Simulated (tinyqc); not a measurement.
The whole curve: space-charge-limited current through a thin insulating or semi-insulating film with traps. Computed by tinyqc, a small Python program. Command: `OMP_NUM_THREADS=1 python tinyqc.py 3001464 3001465 out.jsonl sclc walk`. One thread of a shared host (Intel(R) Xeon(R) Processor @ 2.30GHz), about 0.01 s of CPU time with the checks.

One ohmic injecting contact at x = 0 (field zero), drift only, non-degenerate free carriers.

Inputs (values chosen for the exercise, modelled on an amorphous oxide semiconductor):

| quantity | value | unit |
|---|---|---|
| permittivity eps | 10 | - |
| band mobility mu | 13 | cm^2/(V s) |
| effective density of states N_c | 4.9e+18 | 1/cm^3 |
| trap density N_t | 9.5e+18 | 1/cm^3 |
| equilibrium Fermi level below the band edge, E_0 | 0.86 | eV |
| thickness d | 31 | nm |
| free density at the anode, in units of N_c | 7.5e-05 | - |
| temperature T | 250 | K |
| trap level E_t below the band edge | 0.27 | eV |

Traps: single level.

Constants: k_B = 8.617333262e-05 eV/K; e = 1.602176634e-19 C; eps_0 = 8.8541878128e-12 F/m.

Method:
- Free density n_0 = N_c exp(-E_0/k_B T) in equilibrium; trapped density n_t(n) = N_t/(1 + n_1/n), n_1 = N_c exp(-E_t/k_B T).
- theta = n/(n + n_t) at the anode density; trap-filled-limit voltage V_TFL = e (N_t - n_t(n_0)) d^2/(2 eps eps_0).
- J = e mu n F and (eps eps_0/e) dF/dx = n - n_0 + n_t(n) - n_t(n_0) = rho(n). With F = J/(e mu n): d = (eps eps_0 J/(e^2 mu)) I_1 and V = (eps eps_0 J^2/(e^3 mu^2)) I_2, I_k = int_(n_L)^infinity dn/(n^(k+1) rho(n)), n_L the density at the anode; with u = n_L/n, 200 Gauss-Legendre points in t, u = 1 - (1 - t)^2.
- The last column is d ln J/d ln V up to the next row.

V_TFL = 8.25997 V

Current against voltage:

| n_L (1/cm^3) | V (V) | J (A/cm^2) | slope |
|---|---|---|---|
| 2.40e+01 | 8.6014e-12 | 1.7061e-22 | 1.78 |
| 7.20e+02 | 8.8106e-10 | 6.3763e-19 | 2.00 |
| 2.20e+04 | 2.7408e-08 | 6.0764e-16 | 2.00 |
| 6.70e+05 | 8.3518e-07 | 5.6394e-13 | 2.00 |
| 2.00e+07 | 2.4931e-05 | 5.0252e-10 | 2.00 |
| 6.20e+08 | 7.7280e-04 | 4.8289e-07 | 2.00 |
| 1.90e+10 | 2.3621e-02 | 4.5255e-04 | 2.03 |
| 5.70e+11 | 6.5736e-01 | 3.8344e-01 | 2.60 |
| 1.70e+13 | 6.0550e+00 | 1.2416e+02 | 12.79 |
| 5.30e+14 | 8.1768e+00 | 5.7894e+03 | 122.44 |
| 1.60e+16 | 8.4094e+00 | 1.7942e+05 | 15.64 |
| 4.90e+17 | 1.0573e+01 | 6.4401e+06 | - |

What follows from these numbers?

The slope starts at 1.78, peaks at 122.4 between 8.18 and 8.41 V and ends at 15.64. Rows below 0.22 V (10 k_B T/e) are formal, since diffusion from the contact rules there. Self-heating is left out, although J V exceeds 1e5 W/cm^2 at the last row. The last rows ignore velocity saturation (mu V/d above 1e7 cm/s). Rows above 9.30 V are formal, since the mean field exceeds 3 MV/cm and breakdown sets in. The steep part is the filling of the level near V_TFL = 8.26 V, from which N_t can be read; below it a slope near 2, where the rows show one, belongs to the square law scaled by theta.

Extremes, crossings and ranges named in words are read from the listed rows.
